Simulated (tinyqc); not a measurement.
n-type polysilicon, carrier trapping at grain boundaries: effect of the temperature.

One-dimensional grains of size Lg, uniform ionised doping N, monovalent traps Qt at each boundary at a depth Et below (for electrons) or above (for holes) the band edge there, abrupt depletion of width W on each side of a boundary, Boltzmann statistics. xi is the distance from the band edge at the grain centre to the Fermi level. Trapped charge Qt/(1 + exp((xi + VB - Et)/Vt)) = 2 N W, barrier VB = q N W^2/(2 eps0 eps_r).

NB is given at 300 K and scales as (T/300 K)^1.5. If the trap equation with xi = Vt ln(NB/N) has a root W < Lg/2, the grain is partly depleted; otherwise W = Lg/2 and the trap equation gives xi = Et - VB + Vt ln(Qt/(N Lg) - 1). N* = Qt/Lg. n0 = NB exp(-xi/Vt); mean density n0 (1 - 2 W/Lg) by charge balance in a partly depleted grain, and n0 (sqrt(pi)/2) erf(u)/u with u = sqrt(VB/Vt) in a fully depleted one; v = sqrt(kB T/(2 pi ms m0)); barrier resistivity Vt exp(VB/Vt)/(q fe n0 v Lg); grain resistivity (1 - 2 W/Lg)/(q n0 mug); effective mobility 1/(q mean density total resistivity). Rows with xi above 0.45 V, towards mid-gap, are left out, since the other carrier type is ignored.

Inputs (values chosen for the exercise); values of the order met in polycrystalline silicon:
```
symbol,value,unit,meaning
eps_r,11.7,,relative permittivity
NB,2.8e19,cm^-3,conduction-band density of states at the reference temperature
Lg,18,nm,grain size
Qt,5.1e11,cm^-2,trap density of a grain boundary
Et,0.42,eV,depth of the trap level from the majority band edge at the boundary
ms,0.49,m0,mass for thermionic emission
fe,0.12,,correction factor of the emission rate
N,8.2e16,cm^-3,doping
```

Constants: q = 1.602176634e-19 C, kB = 1.380649e-23 J/K, m0 = 9.1093837015e-31 kg, Vt = kB T/q, eps0 = 8.8541878128e-14 F/cm where lengths are in cm. Results are converted to the units shown.

The same in every row: N/N* = 0.28941; depleted share 2 W/Lg = 1.0000; VB (V) = 0.0051362.

Effect of the temperature:
```
T (K)   xi (V)  mean density (cm^-3)  resistivity (ohm cm)  effective mobility (cm^2/(V s))
200    0.43034              1.9831e8              9.8001e8                           32.115
240    0.43344             1.4627e10              1.4065e7                           30.340
280    0.43654             3.2729e11              6.6257e5                           28.782
320    0.43963             3.4592e12                 65809                           27.417
360    0.44273             2.2108e13                 10769                           26.217
400    0.44583             9.9143e13                2502.8                           25.153
440    0.44892             3.4311e14                751.57                           24.204
```

As T goes from 200 to 440, VB stays at 0.00514 V, the resistivity falls from 9.80e8 to 752 ohm cm and the effective mobility falls from 32.1 to 24.2 cm^2/(V s). The activation energy kB ln(rho1/rho2)/(1/T1 - 1/T2) is 0.439 eV between the first two rows and 0.456 eV between the last two; mug is held fixed. In every row VB is below Vt, where abrupt depletion and thermionic emission are rough.

Numbers from tinyqc (`OMP_NUM_THREADS=1 python tinyqc.py 2830179 2830180 out.jsonl`; about 0.01 s on one thread of a shared Intel Xeon 2.30GHz).
